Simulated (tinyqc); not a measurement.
# Floating body of a partially depleted SOI transistor: body voltage and kink: what changes with what

Source at 0 V. Channel current Ic = 2 nf K Vt^2 [F(0) - F(Vd)](1 + la Vd), F(V) = ln^2(1 + exp((Vg - VT - nf V)/(2 nf Vt))), VT = VT0 - gb Vb. Saturation voltage Vs = 2 Vt sqrt(F(0)) + 3 Vt, excess Ve = (Vd - Vs + sqrt((Vd - Vs)^2 + 0.0004 V^2))/2, multiplication M1 = Ai Ve exp(-Bl/Ve). Each junction passes D(v) = J1 (exp(v/Vt) - 1) + J2 (exp(v/(2 Vt)) - 1). Bipolar current Ib = bb J1 (exp(Vb/Vt) - 1). The body settles where M1 (Ic + Ib) = D(Vb) + D(Vb - Vd) + Vb/Rb; drain current Id = (1 + M1)(Ic + Ib) - D(Vb - Vd).

Values chosen for this exercise; values of the order met in partially depleted silicon-on-insulator transistors:
```
symbol,value,unit,meaning
T,398,K,temperature
VT0,0.37,V,threshold at zero body voltage
gb,0.28,,fall of the threshold per volt of body voltage
nf,1.35,,slope factor
K,220,uA/(V^2 um),gain factor per width
la,0.04,1/V,channel-length modulation factor
Ai,1.49,1/V,impact-ionisation prefactor
Bl,4.6,V,impact-ionisation voltage
J1,7.5e-10,uA/um,diffusion saturation current of each junction
J2,1.3e-6,uA/um,recombination saturation current of each junction
bb,0.5,,gain of the lateral bipolar transistor on the diffusion current
Rb,5e5,kohm um,"resistance of a weak body tie to the source (1e9 stands for no tie, and the term is then dropped)"
Vg,0.56,V,gate voltage
Vd,2,V,drain voltage
```

Constants: q = 1.602176634e-19 C, kB = 1.380649e-23 J/K, Vt = kB T/q. Results are converted to the units shown.

Each table varies one quantity; the others keep the values above.

## Output curve and kink

Rows with more than one solution for Vb (latch) are left out; dId/dVd by a forward difference over 1e-4 V, swing = 1e-4 V over the change of log10 Id; M1 under 1e-12 is printed as 0.

Results:

| Vd (V) | Vb (V) | M1 | Id, floating (uA/um) | Id, grounded (uA/um) | ratio | dId/dVd, floating (uS/um) | dId/dVd, grounded (uS/um) |
|---|---|---|---|---|---|---|---|
| 0.8 | 0.2227 | 8.501e-5 | 5.608 | 3.404 | 1.647 | 32.37 | 0.1428 |
| 1 | 0.5280 | 7.705e-4 | 9.818 | 3.438 | 2.856 | 10.07 | 0.2104 |
| 1.2 | 0.6126 | 0.004772 | 11.35 | 3.495 | 3.248 | 6.276 | 0.3690 |
| 1.4 | 0.6622 | 0.01653 | 12.52 | 3.591 | 3.487 | 5.750 | 0.6089 |
| 1.8 | 0.7228 | 0.07937 | 15.19 | 3.954 | 3.842 | 8.164 | 1.220 |
| 2 | 0.7437 | 0.1349 | 17.05 | 4.230 | 4.030 | 10.54 | 1.544 |
| 2.2 | 0.7611 | 0.2073 | 19.46 | 4.571 | 4.257 | 13.69 | 1.863 |

Estimate the missing row, Vd = 1.6 V.

Computed row:

| Vd (V) | Vb (V) | M1 | Id, floating (uA/um) | Id, grounded (uA/um) | ratio | dId/dVd, floating (uS/um) | dId/dVd, grounded (uS/um) |
|---|---|---|---|---|---|---|---|
| 1.6 | 0.6967 | 0.04041 | 13.74 | 3.742 | 3.671 | 6.521 | 0.9014 |

With this row back in the table: Vb rises from 0.223 to 0.761 V and the ratio of the currents rises from 1.65 to 4.26. The output conductance with a floating body exceeds the grounded value by the largest factor among the rows, 227, at Vd = 0.8 V, where Vb = 0.223 V and M1 = 8.50e-5.

## Transfer curve and swing

Same model as above.

Transfer curve and swing:

| Vg (V) | Vb (V) | M1 | Id, floating (uA/um) | Id, grounded (uA/um) | ratio | swing, floating (mV/decade) | swing, grounded (mV/decade) |
|---|---|---|---|---|---|---|---|
| -0.08 | 0.006436 | 0.2499 | 5.980e-5 | 5.758e-5 | 1.039 | 105.6 | 109.5 |
| 0.02 | 0.07394 | 0.2493 | 7.484e-4 | 4.818e-4 | 1.553 | 61.49 | 108.1 |
| 0.12 | 0.5738 | 0.2403 | 0.1062 | 0.003988 | 26.62 | 96.18 | 110.2 |
| 0.22 | 0.6498 | 0.2237 | 0.7933 | 0.03063 | 25.90 | 139.3 | 116.8 |
| 0.32 | 0.6950 | 0.1989 | 3.061 | 0.1967 | 15.56 | 212.3 | 133.7 |
| 0.42 | 0.7221 | 0.1715 | 7.478 | 0.9192 | 8.135 | 313.9 | 170.6 |
| 0.52 | 0.7389 | 0.1449 | 13.95 | 2.929 | 4.761 | 433.7 | 234.8 |
| 0.62 | 0.7494 | 0.1206 | 22.21 | 6.761 | 3.285 | 562.9 | 324.4 |
| 0.72 | 0.7560 | 0.09881 | 32.07 | 12.51 | 2.564 | 695.8 | 431.4 |

Vb rises from 0.00644 to 0.756 V. The smallest swing among the rows is 61.5 mV a decade with a floating body (at Vg = 0.02 V) and 108 with a grounded one; Vt ln 10 = 79.0. The floating swing is smaller by more than 3 % for Vg = -0.08, 0.02, 0.12 V, where the rising Vb lowers the threshold as Vg rises. In the first row the floating body raises the current by a factor of 1.04.

Range of the model: The multiplication law is an empirical form chosen for the exercise; self-heating and capacitive coupling to the body are left out, and the linear laws are rough once Vb passes about 0.7 V or M1 about 0.1.

Program tinyqc, `OMP_NUM_THREADS=1 python tinyqc.py 2182039 2182040 out.jsonl`; Intel Xeon 2.30GHz, shared host, one thread, about 0.2 s.
